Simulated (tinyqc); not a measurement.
Correction of a charged-defect supercell by a model charge and potential alignment (plane-averaged potentials). Changing the share x of the charge in a wide tail. Computed by tinyqc, a small Python program. Command: `OMP_NUM_THREADS=1 python tinyqc.py 3114007 3114008 out.jsonl align sweep`. One thread of a shared host (Intel(R) Xeon(R) Processor @ 2.30GHz), about 0.02 s of CPU time with the checks.

The "true" defect charge is (1 - x) q in a Gaussian of width sigma plus x q in one of width sigma_t, so the exact answer is known; the correction sees only a single model Gaussian of width sigma_m. A Gaussian of width s has the transform rho(G) = exp(-G^2 s^2/2), normalised to 1. A uniform background cancels q, so G = 0 is left out. Potentials are those felt by a unit positive charge. E_0 is the formation energy of the isolated defect, E_cell its value in the supercell, E_lat = E_iso - E_per of the model charge, C the true less the model potential far from the defect; the exact correction is E_0 - E_cell, and the error of a scheme is E_cell plus its correction less E_0.

Inputs (values chosen for the exercise, with screening close to that of GaAs):
```
quantity                                     value      unit
defect charge q                                 -3         e
dielectric constant eps                         13         -
edge of the cubic cell L                      17.5  angstrom
width sigma of the true defect charge          1.3  angstrom
width sigma_m of the model charge             0.95  angstrom
width sigma_t of the tail                      2.4  angstrom
formation energy of the isolated defect E_0   3.01        eV
```

Constants: e^2/(4 pi eps_0) = 14.39964548 eV angstrom.

Method:
- Periodic energy E_per = (2 pi q^2/(eps L^3)) (e^2/(4 pi eps_0)) sum_(G != 0) rho(G)^2/G^2, G = (2 pi/L)(n1, n2, n3), |n_i| <= 16. Isolated energy: two Gaussians of charges q_a, q_b and widths a, b interact by q_a q_b (e^2/(4 pi eps_0 eps)) sqrt(2/pi)/sqrt(a^2 + b^2), and the self-energy is half the sum over pairs.
- Supercell value E_cell = E_0 + E_per - E_iso for the true charge.
- E_lat = E_iso - E_per for the model charge; point-charge value alpha q^2 e^2/(4 pi eps_0 eps 2 L) with alpha = 2.837297.
- Plane-averaged potential at distance z from the defect: V(z) = (4 pi q/(eps L^3)) (e^2/(4 pi eps_0 e)) sum_(m != 0) rho(G_m) cos(G_m z)/G_m^2, G_m = 2 pi m/L, |m| <= 40.
- C = difference at z = L/2; E_corr = E_cell + E_lat - q C. For charges that have died out at L/2, C = (2 pi q/(eps L^3)) (e^2/(4 pi eps_0 e)) (<s^2> - sigma_m^2), <s^2> = (1 - x) sigma^2 + x sigma_t^2.

One run for each value; columns: (1) share x of the charge in a wide tail; (2) alignment C (V); (3) error without alignment (meV); (4) error with alignment (rounded to 1e-4 meV) (meV); (5) exact correction (eV):
```
(1)          (2)     (3)     (4)      (5)
0.000  -0.003068   9.204  0.0000  0.78839
0.071  -0.004192  12.581  0.0045  0.78501
0.140  -0.005285  15.863  0.0089  0.78173
0.210  -0.006393  19.193  0.0134  0.77840
0.290  -0.007660  22.998  0.0184  0.77460
0.360  -0.008768  26.328  0.0229  0.77127
0.430  -0.009877  29.658  0.0273  0.76794
0.500  -0.010985  32.987  0.0317  0.76461
```

Over the rows, alignment C (V) falls from -0.00307 to -0.0110; error without alignment (meV) rises from 9.20 to 33.0; error with alignment (rounded to 1e-4 meV) (meV) rises from 0 to 0.0317.
